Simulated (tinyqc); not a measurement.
Pariser-Parr-Pople SCF with singles CI, for the molecule Nc1cccccc1=O (SMILES; centres numbered as the heavy atoms are written), step by step. One step of it, computed by the program tinyqc.

Task: Iteration 2: Fock matrix. F_rr = H_rr + P_rr gamma_rr / 2 + sum_(s != r) P_ss gamma_rs; F_rs = H_rs - P_rs gamma_rs / 2; E = tr P (H + F) / 2 + core repulsion sum_(r<s) z_r z_s gamma_rs.

P after iteration 1:
```
           1N         2C         3C         4C         5C         6C         7C         8C
1N   0.004527   0.020944   0.021439   0.021607  -0.006081  -0.004913   0.049919   0.051996
2C   0.020944   0.119240   0.183261   0.204806  -0.131507  -0.125437   0.206579   0.209309
3C   0.021439   0.183261   0.697045   0.915346  -0.174510   0.047194  -0.001788   0.010990
4C   0.021607   0.204806   0.915346   1.295990   0.150879  -0.013022  -0.028761  -0.060436
5C  -0.006081  -0.131507  -0.174510   0.150879   1.963439  -0.003728   0.017552   0.019269
6C  -0.004913  -0.125437   0.047194  -0.013022  -0.003728   1.978291   0.088495  -0.112462
7C   0.049919   0.206579  -0.001788  -0.028761   0.017552   0.088495   1.520330   0.737724
8C   0.051996   0.209309   0.010990  -0.060436   0.019269  -0.112462   0.737724   0.697185
9O   0.049104   0.169645   0.059248  -0.068593   0.023305   0.065566  -0.361778   0.548417

           9O
1N   0.049104
2C   0.169645
3C   0.059248
4C  -0.068593
5C   0.023305
6C   0.065566
7C  -0.361778
8C   0.548417
9O   1.723953
```

core matrix H (eV):
```
            1N          2C          3C          4C          5C          6C          7C          8C
1N  -63.591444   -2.260000    0.000000    0.000000    0.000000    0.000000    0.000000    0.000000
2C   -2.260000  -69.169923   -2.390000    0.000000    0.000000    0.000000    0.000000   -2.390000
3C    0.000000   -2.390000  -61.410198   -2.390000    0.000000    0.000000    0.000000    0.000000
4C    0.000000    0.000000   -2.390000  -56.961950   -2.390000    0.000000    0.000000    0.000000
5C    0.000000    0.000000    0.000000   -2.390000  -55.681842   -2.390000    0.000000    0.000000
6C    0.000000    0.000000    0.000000    0.000000   -2.390000  -56.309682   -2.390000    0.000000
7C    0.000000    0.000000    0.000000    0.000000    0.000000   -2.390000  -59.410574   -2.390000
8C    0.000000   -2.390000    0.000000    0.000000    0.000000    0.000000   -2.390000  -65.916819
9O    0.000000    0.000000    0.000000    0.000000    0.000000    0.000000    0.000000   -2.500000

            9O
1N    0.000000
2C    0.000000
3C    0.000000
4C    0.000000
5C    0.000000
6C    0.000000
7C    0.000000
8C   -2.500000
9O  -63.271088
```

repulsion gamma_rs (eV):
```
           1N         2C         3C         4C         5C         6C         7C         8C
1N  19.100000   8.638353   5.674652   3.760126   3.122539   3.123128   3.760488   5.675004
2C   8.638353  12.750000   8.006635   5.210663   4.308106   4.308933   5.209993   8.005354
3C   5.674652   8.006635  12.750000   8.004650   5.208734   4.308435   4.307947   5.209993
4C   3.760126   5.210663   8.004650  12.750000   8.005620   5.210976   4.308435   4.308933
5C   3.122539   4.308106   5.208734   8.005620  12.750000   8.005620   5.208734   4.308106
6C   3.123128   4.308933   4.308435   5.210976   8.005620  12.750000   8.004650   5.210663
7C   3.760488   5.209993   4.307947   4.308435   5.208734   8.004650  12.750000   8.006635
8C   5.675004   8.005354   5.209993   4.308933   4.308106   5.210663   8.006635  12.750000
9O   5.237154   5.553534   3.724500   3.102421   3.101843   3.724149   5.553204   8.227128

           9O
1N   5.237154
2C   5.553534
3C   3.724500
4C   3.102421
5C   3.101843
6C   3.724149
7C   5.553204
8C   8.227128
9O  14.680000
```

Centres (angstrom, eV; a flat drawing with bonds scaled to 1.40 angstrom):
```
centre          x          y  core charge z          W   gamma_rr
1N      -2.112000  -1.307000              2  24.600000  19.100000
2C      -0.850000  -0.700000              1  11.290000  12.750000
3C       0.244000  -1.573000              1  11.290000  12.750000
4C       1.609000  -1.261000              1  11.290000  12.750000
5C       2.217000   0.000000              1  11.290000  12.750000
6C       1.609000   1.261000              1  11.290000  12.750000
7C       0.244000   1.573000              1  11.290000  12.750000
8C      -0.850000   0.700000              1  11.290000  12.750000
9O      -2.112000   1.307000              1  19.810000  14.680000
```

Give: F; pi energy.

Result:

F (eV):
```
          1N        2C        3C       4C       5C       6C       7C       8C
1N  -22.6779   -2.3505   -0.0608  -0.0406   0.0095   0.0077  -0.0939  -0.1475
2C   -2.3505  -15.9775   -3.1237  -0.5336   0.2833   0.2703  -0.5381  -3.2278
3C   -0.0608   -3.1237  -10.2591  -6.0535   0.4545  -0.1017   0.0039  -0.0286
4C   -0.0406   -0.5336   -6.0535  -1.5519  -2.9939   0.0339   0.0620   0.1302
5C    0.0095    0.2833    0.4545  -2.9939   3.4763  -2.3751  -0.0457  -0.0415
6C    0.0077    0.2703   -0.1017   0.0339  -2.3751   4.5277  -2.7442   0.2930
7C   -0.0939   -0.5381    0.0039   0.0620  -0.0457  -2.7442   0.7244  -5.3433
8C   -0.1475   -3.2278   -0.0286   0.1302  -0.0415   0.2930  -5.3433  -6.1533
9O   -0.1286   -0.4711   -0.1103   0.1064  -0.0361  -0.1221   1.0045  -4.7559

          9O
1N   -0.1286
2C   -0.4711
3C   -0.1103
4C    0.1064
5C   -0.0361
6C   -0.1221
7C    1.0045
8C   -4.7559
9O  -15.6782
```

pi energy = -96.6397 eV
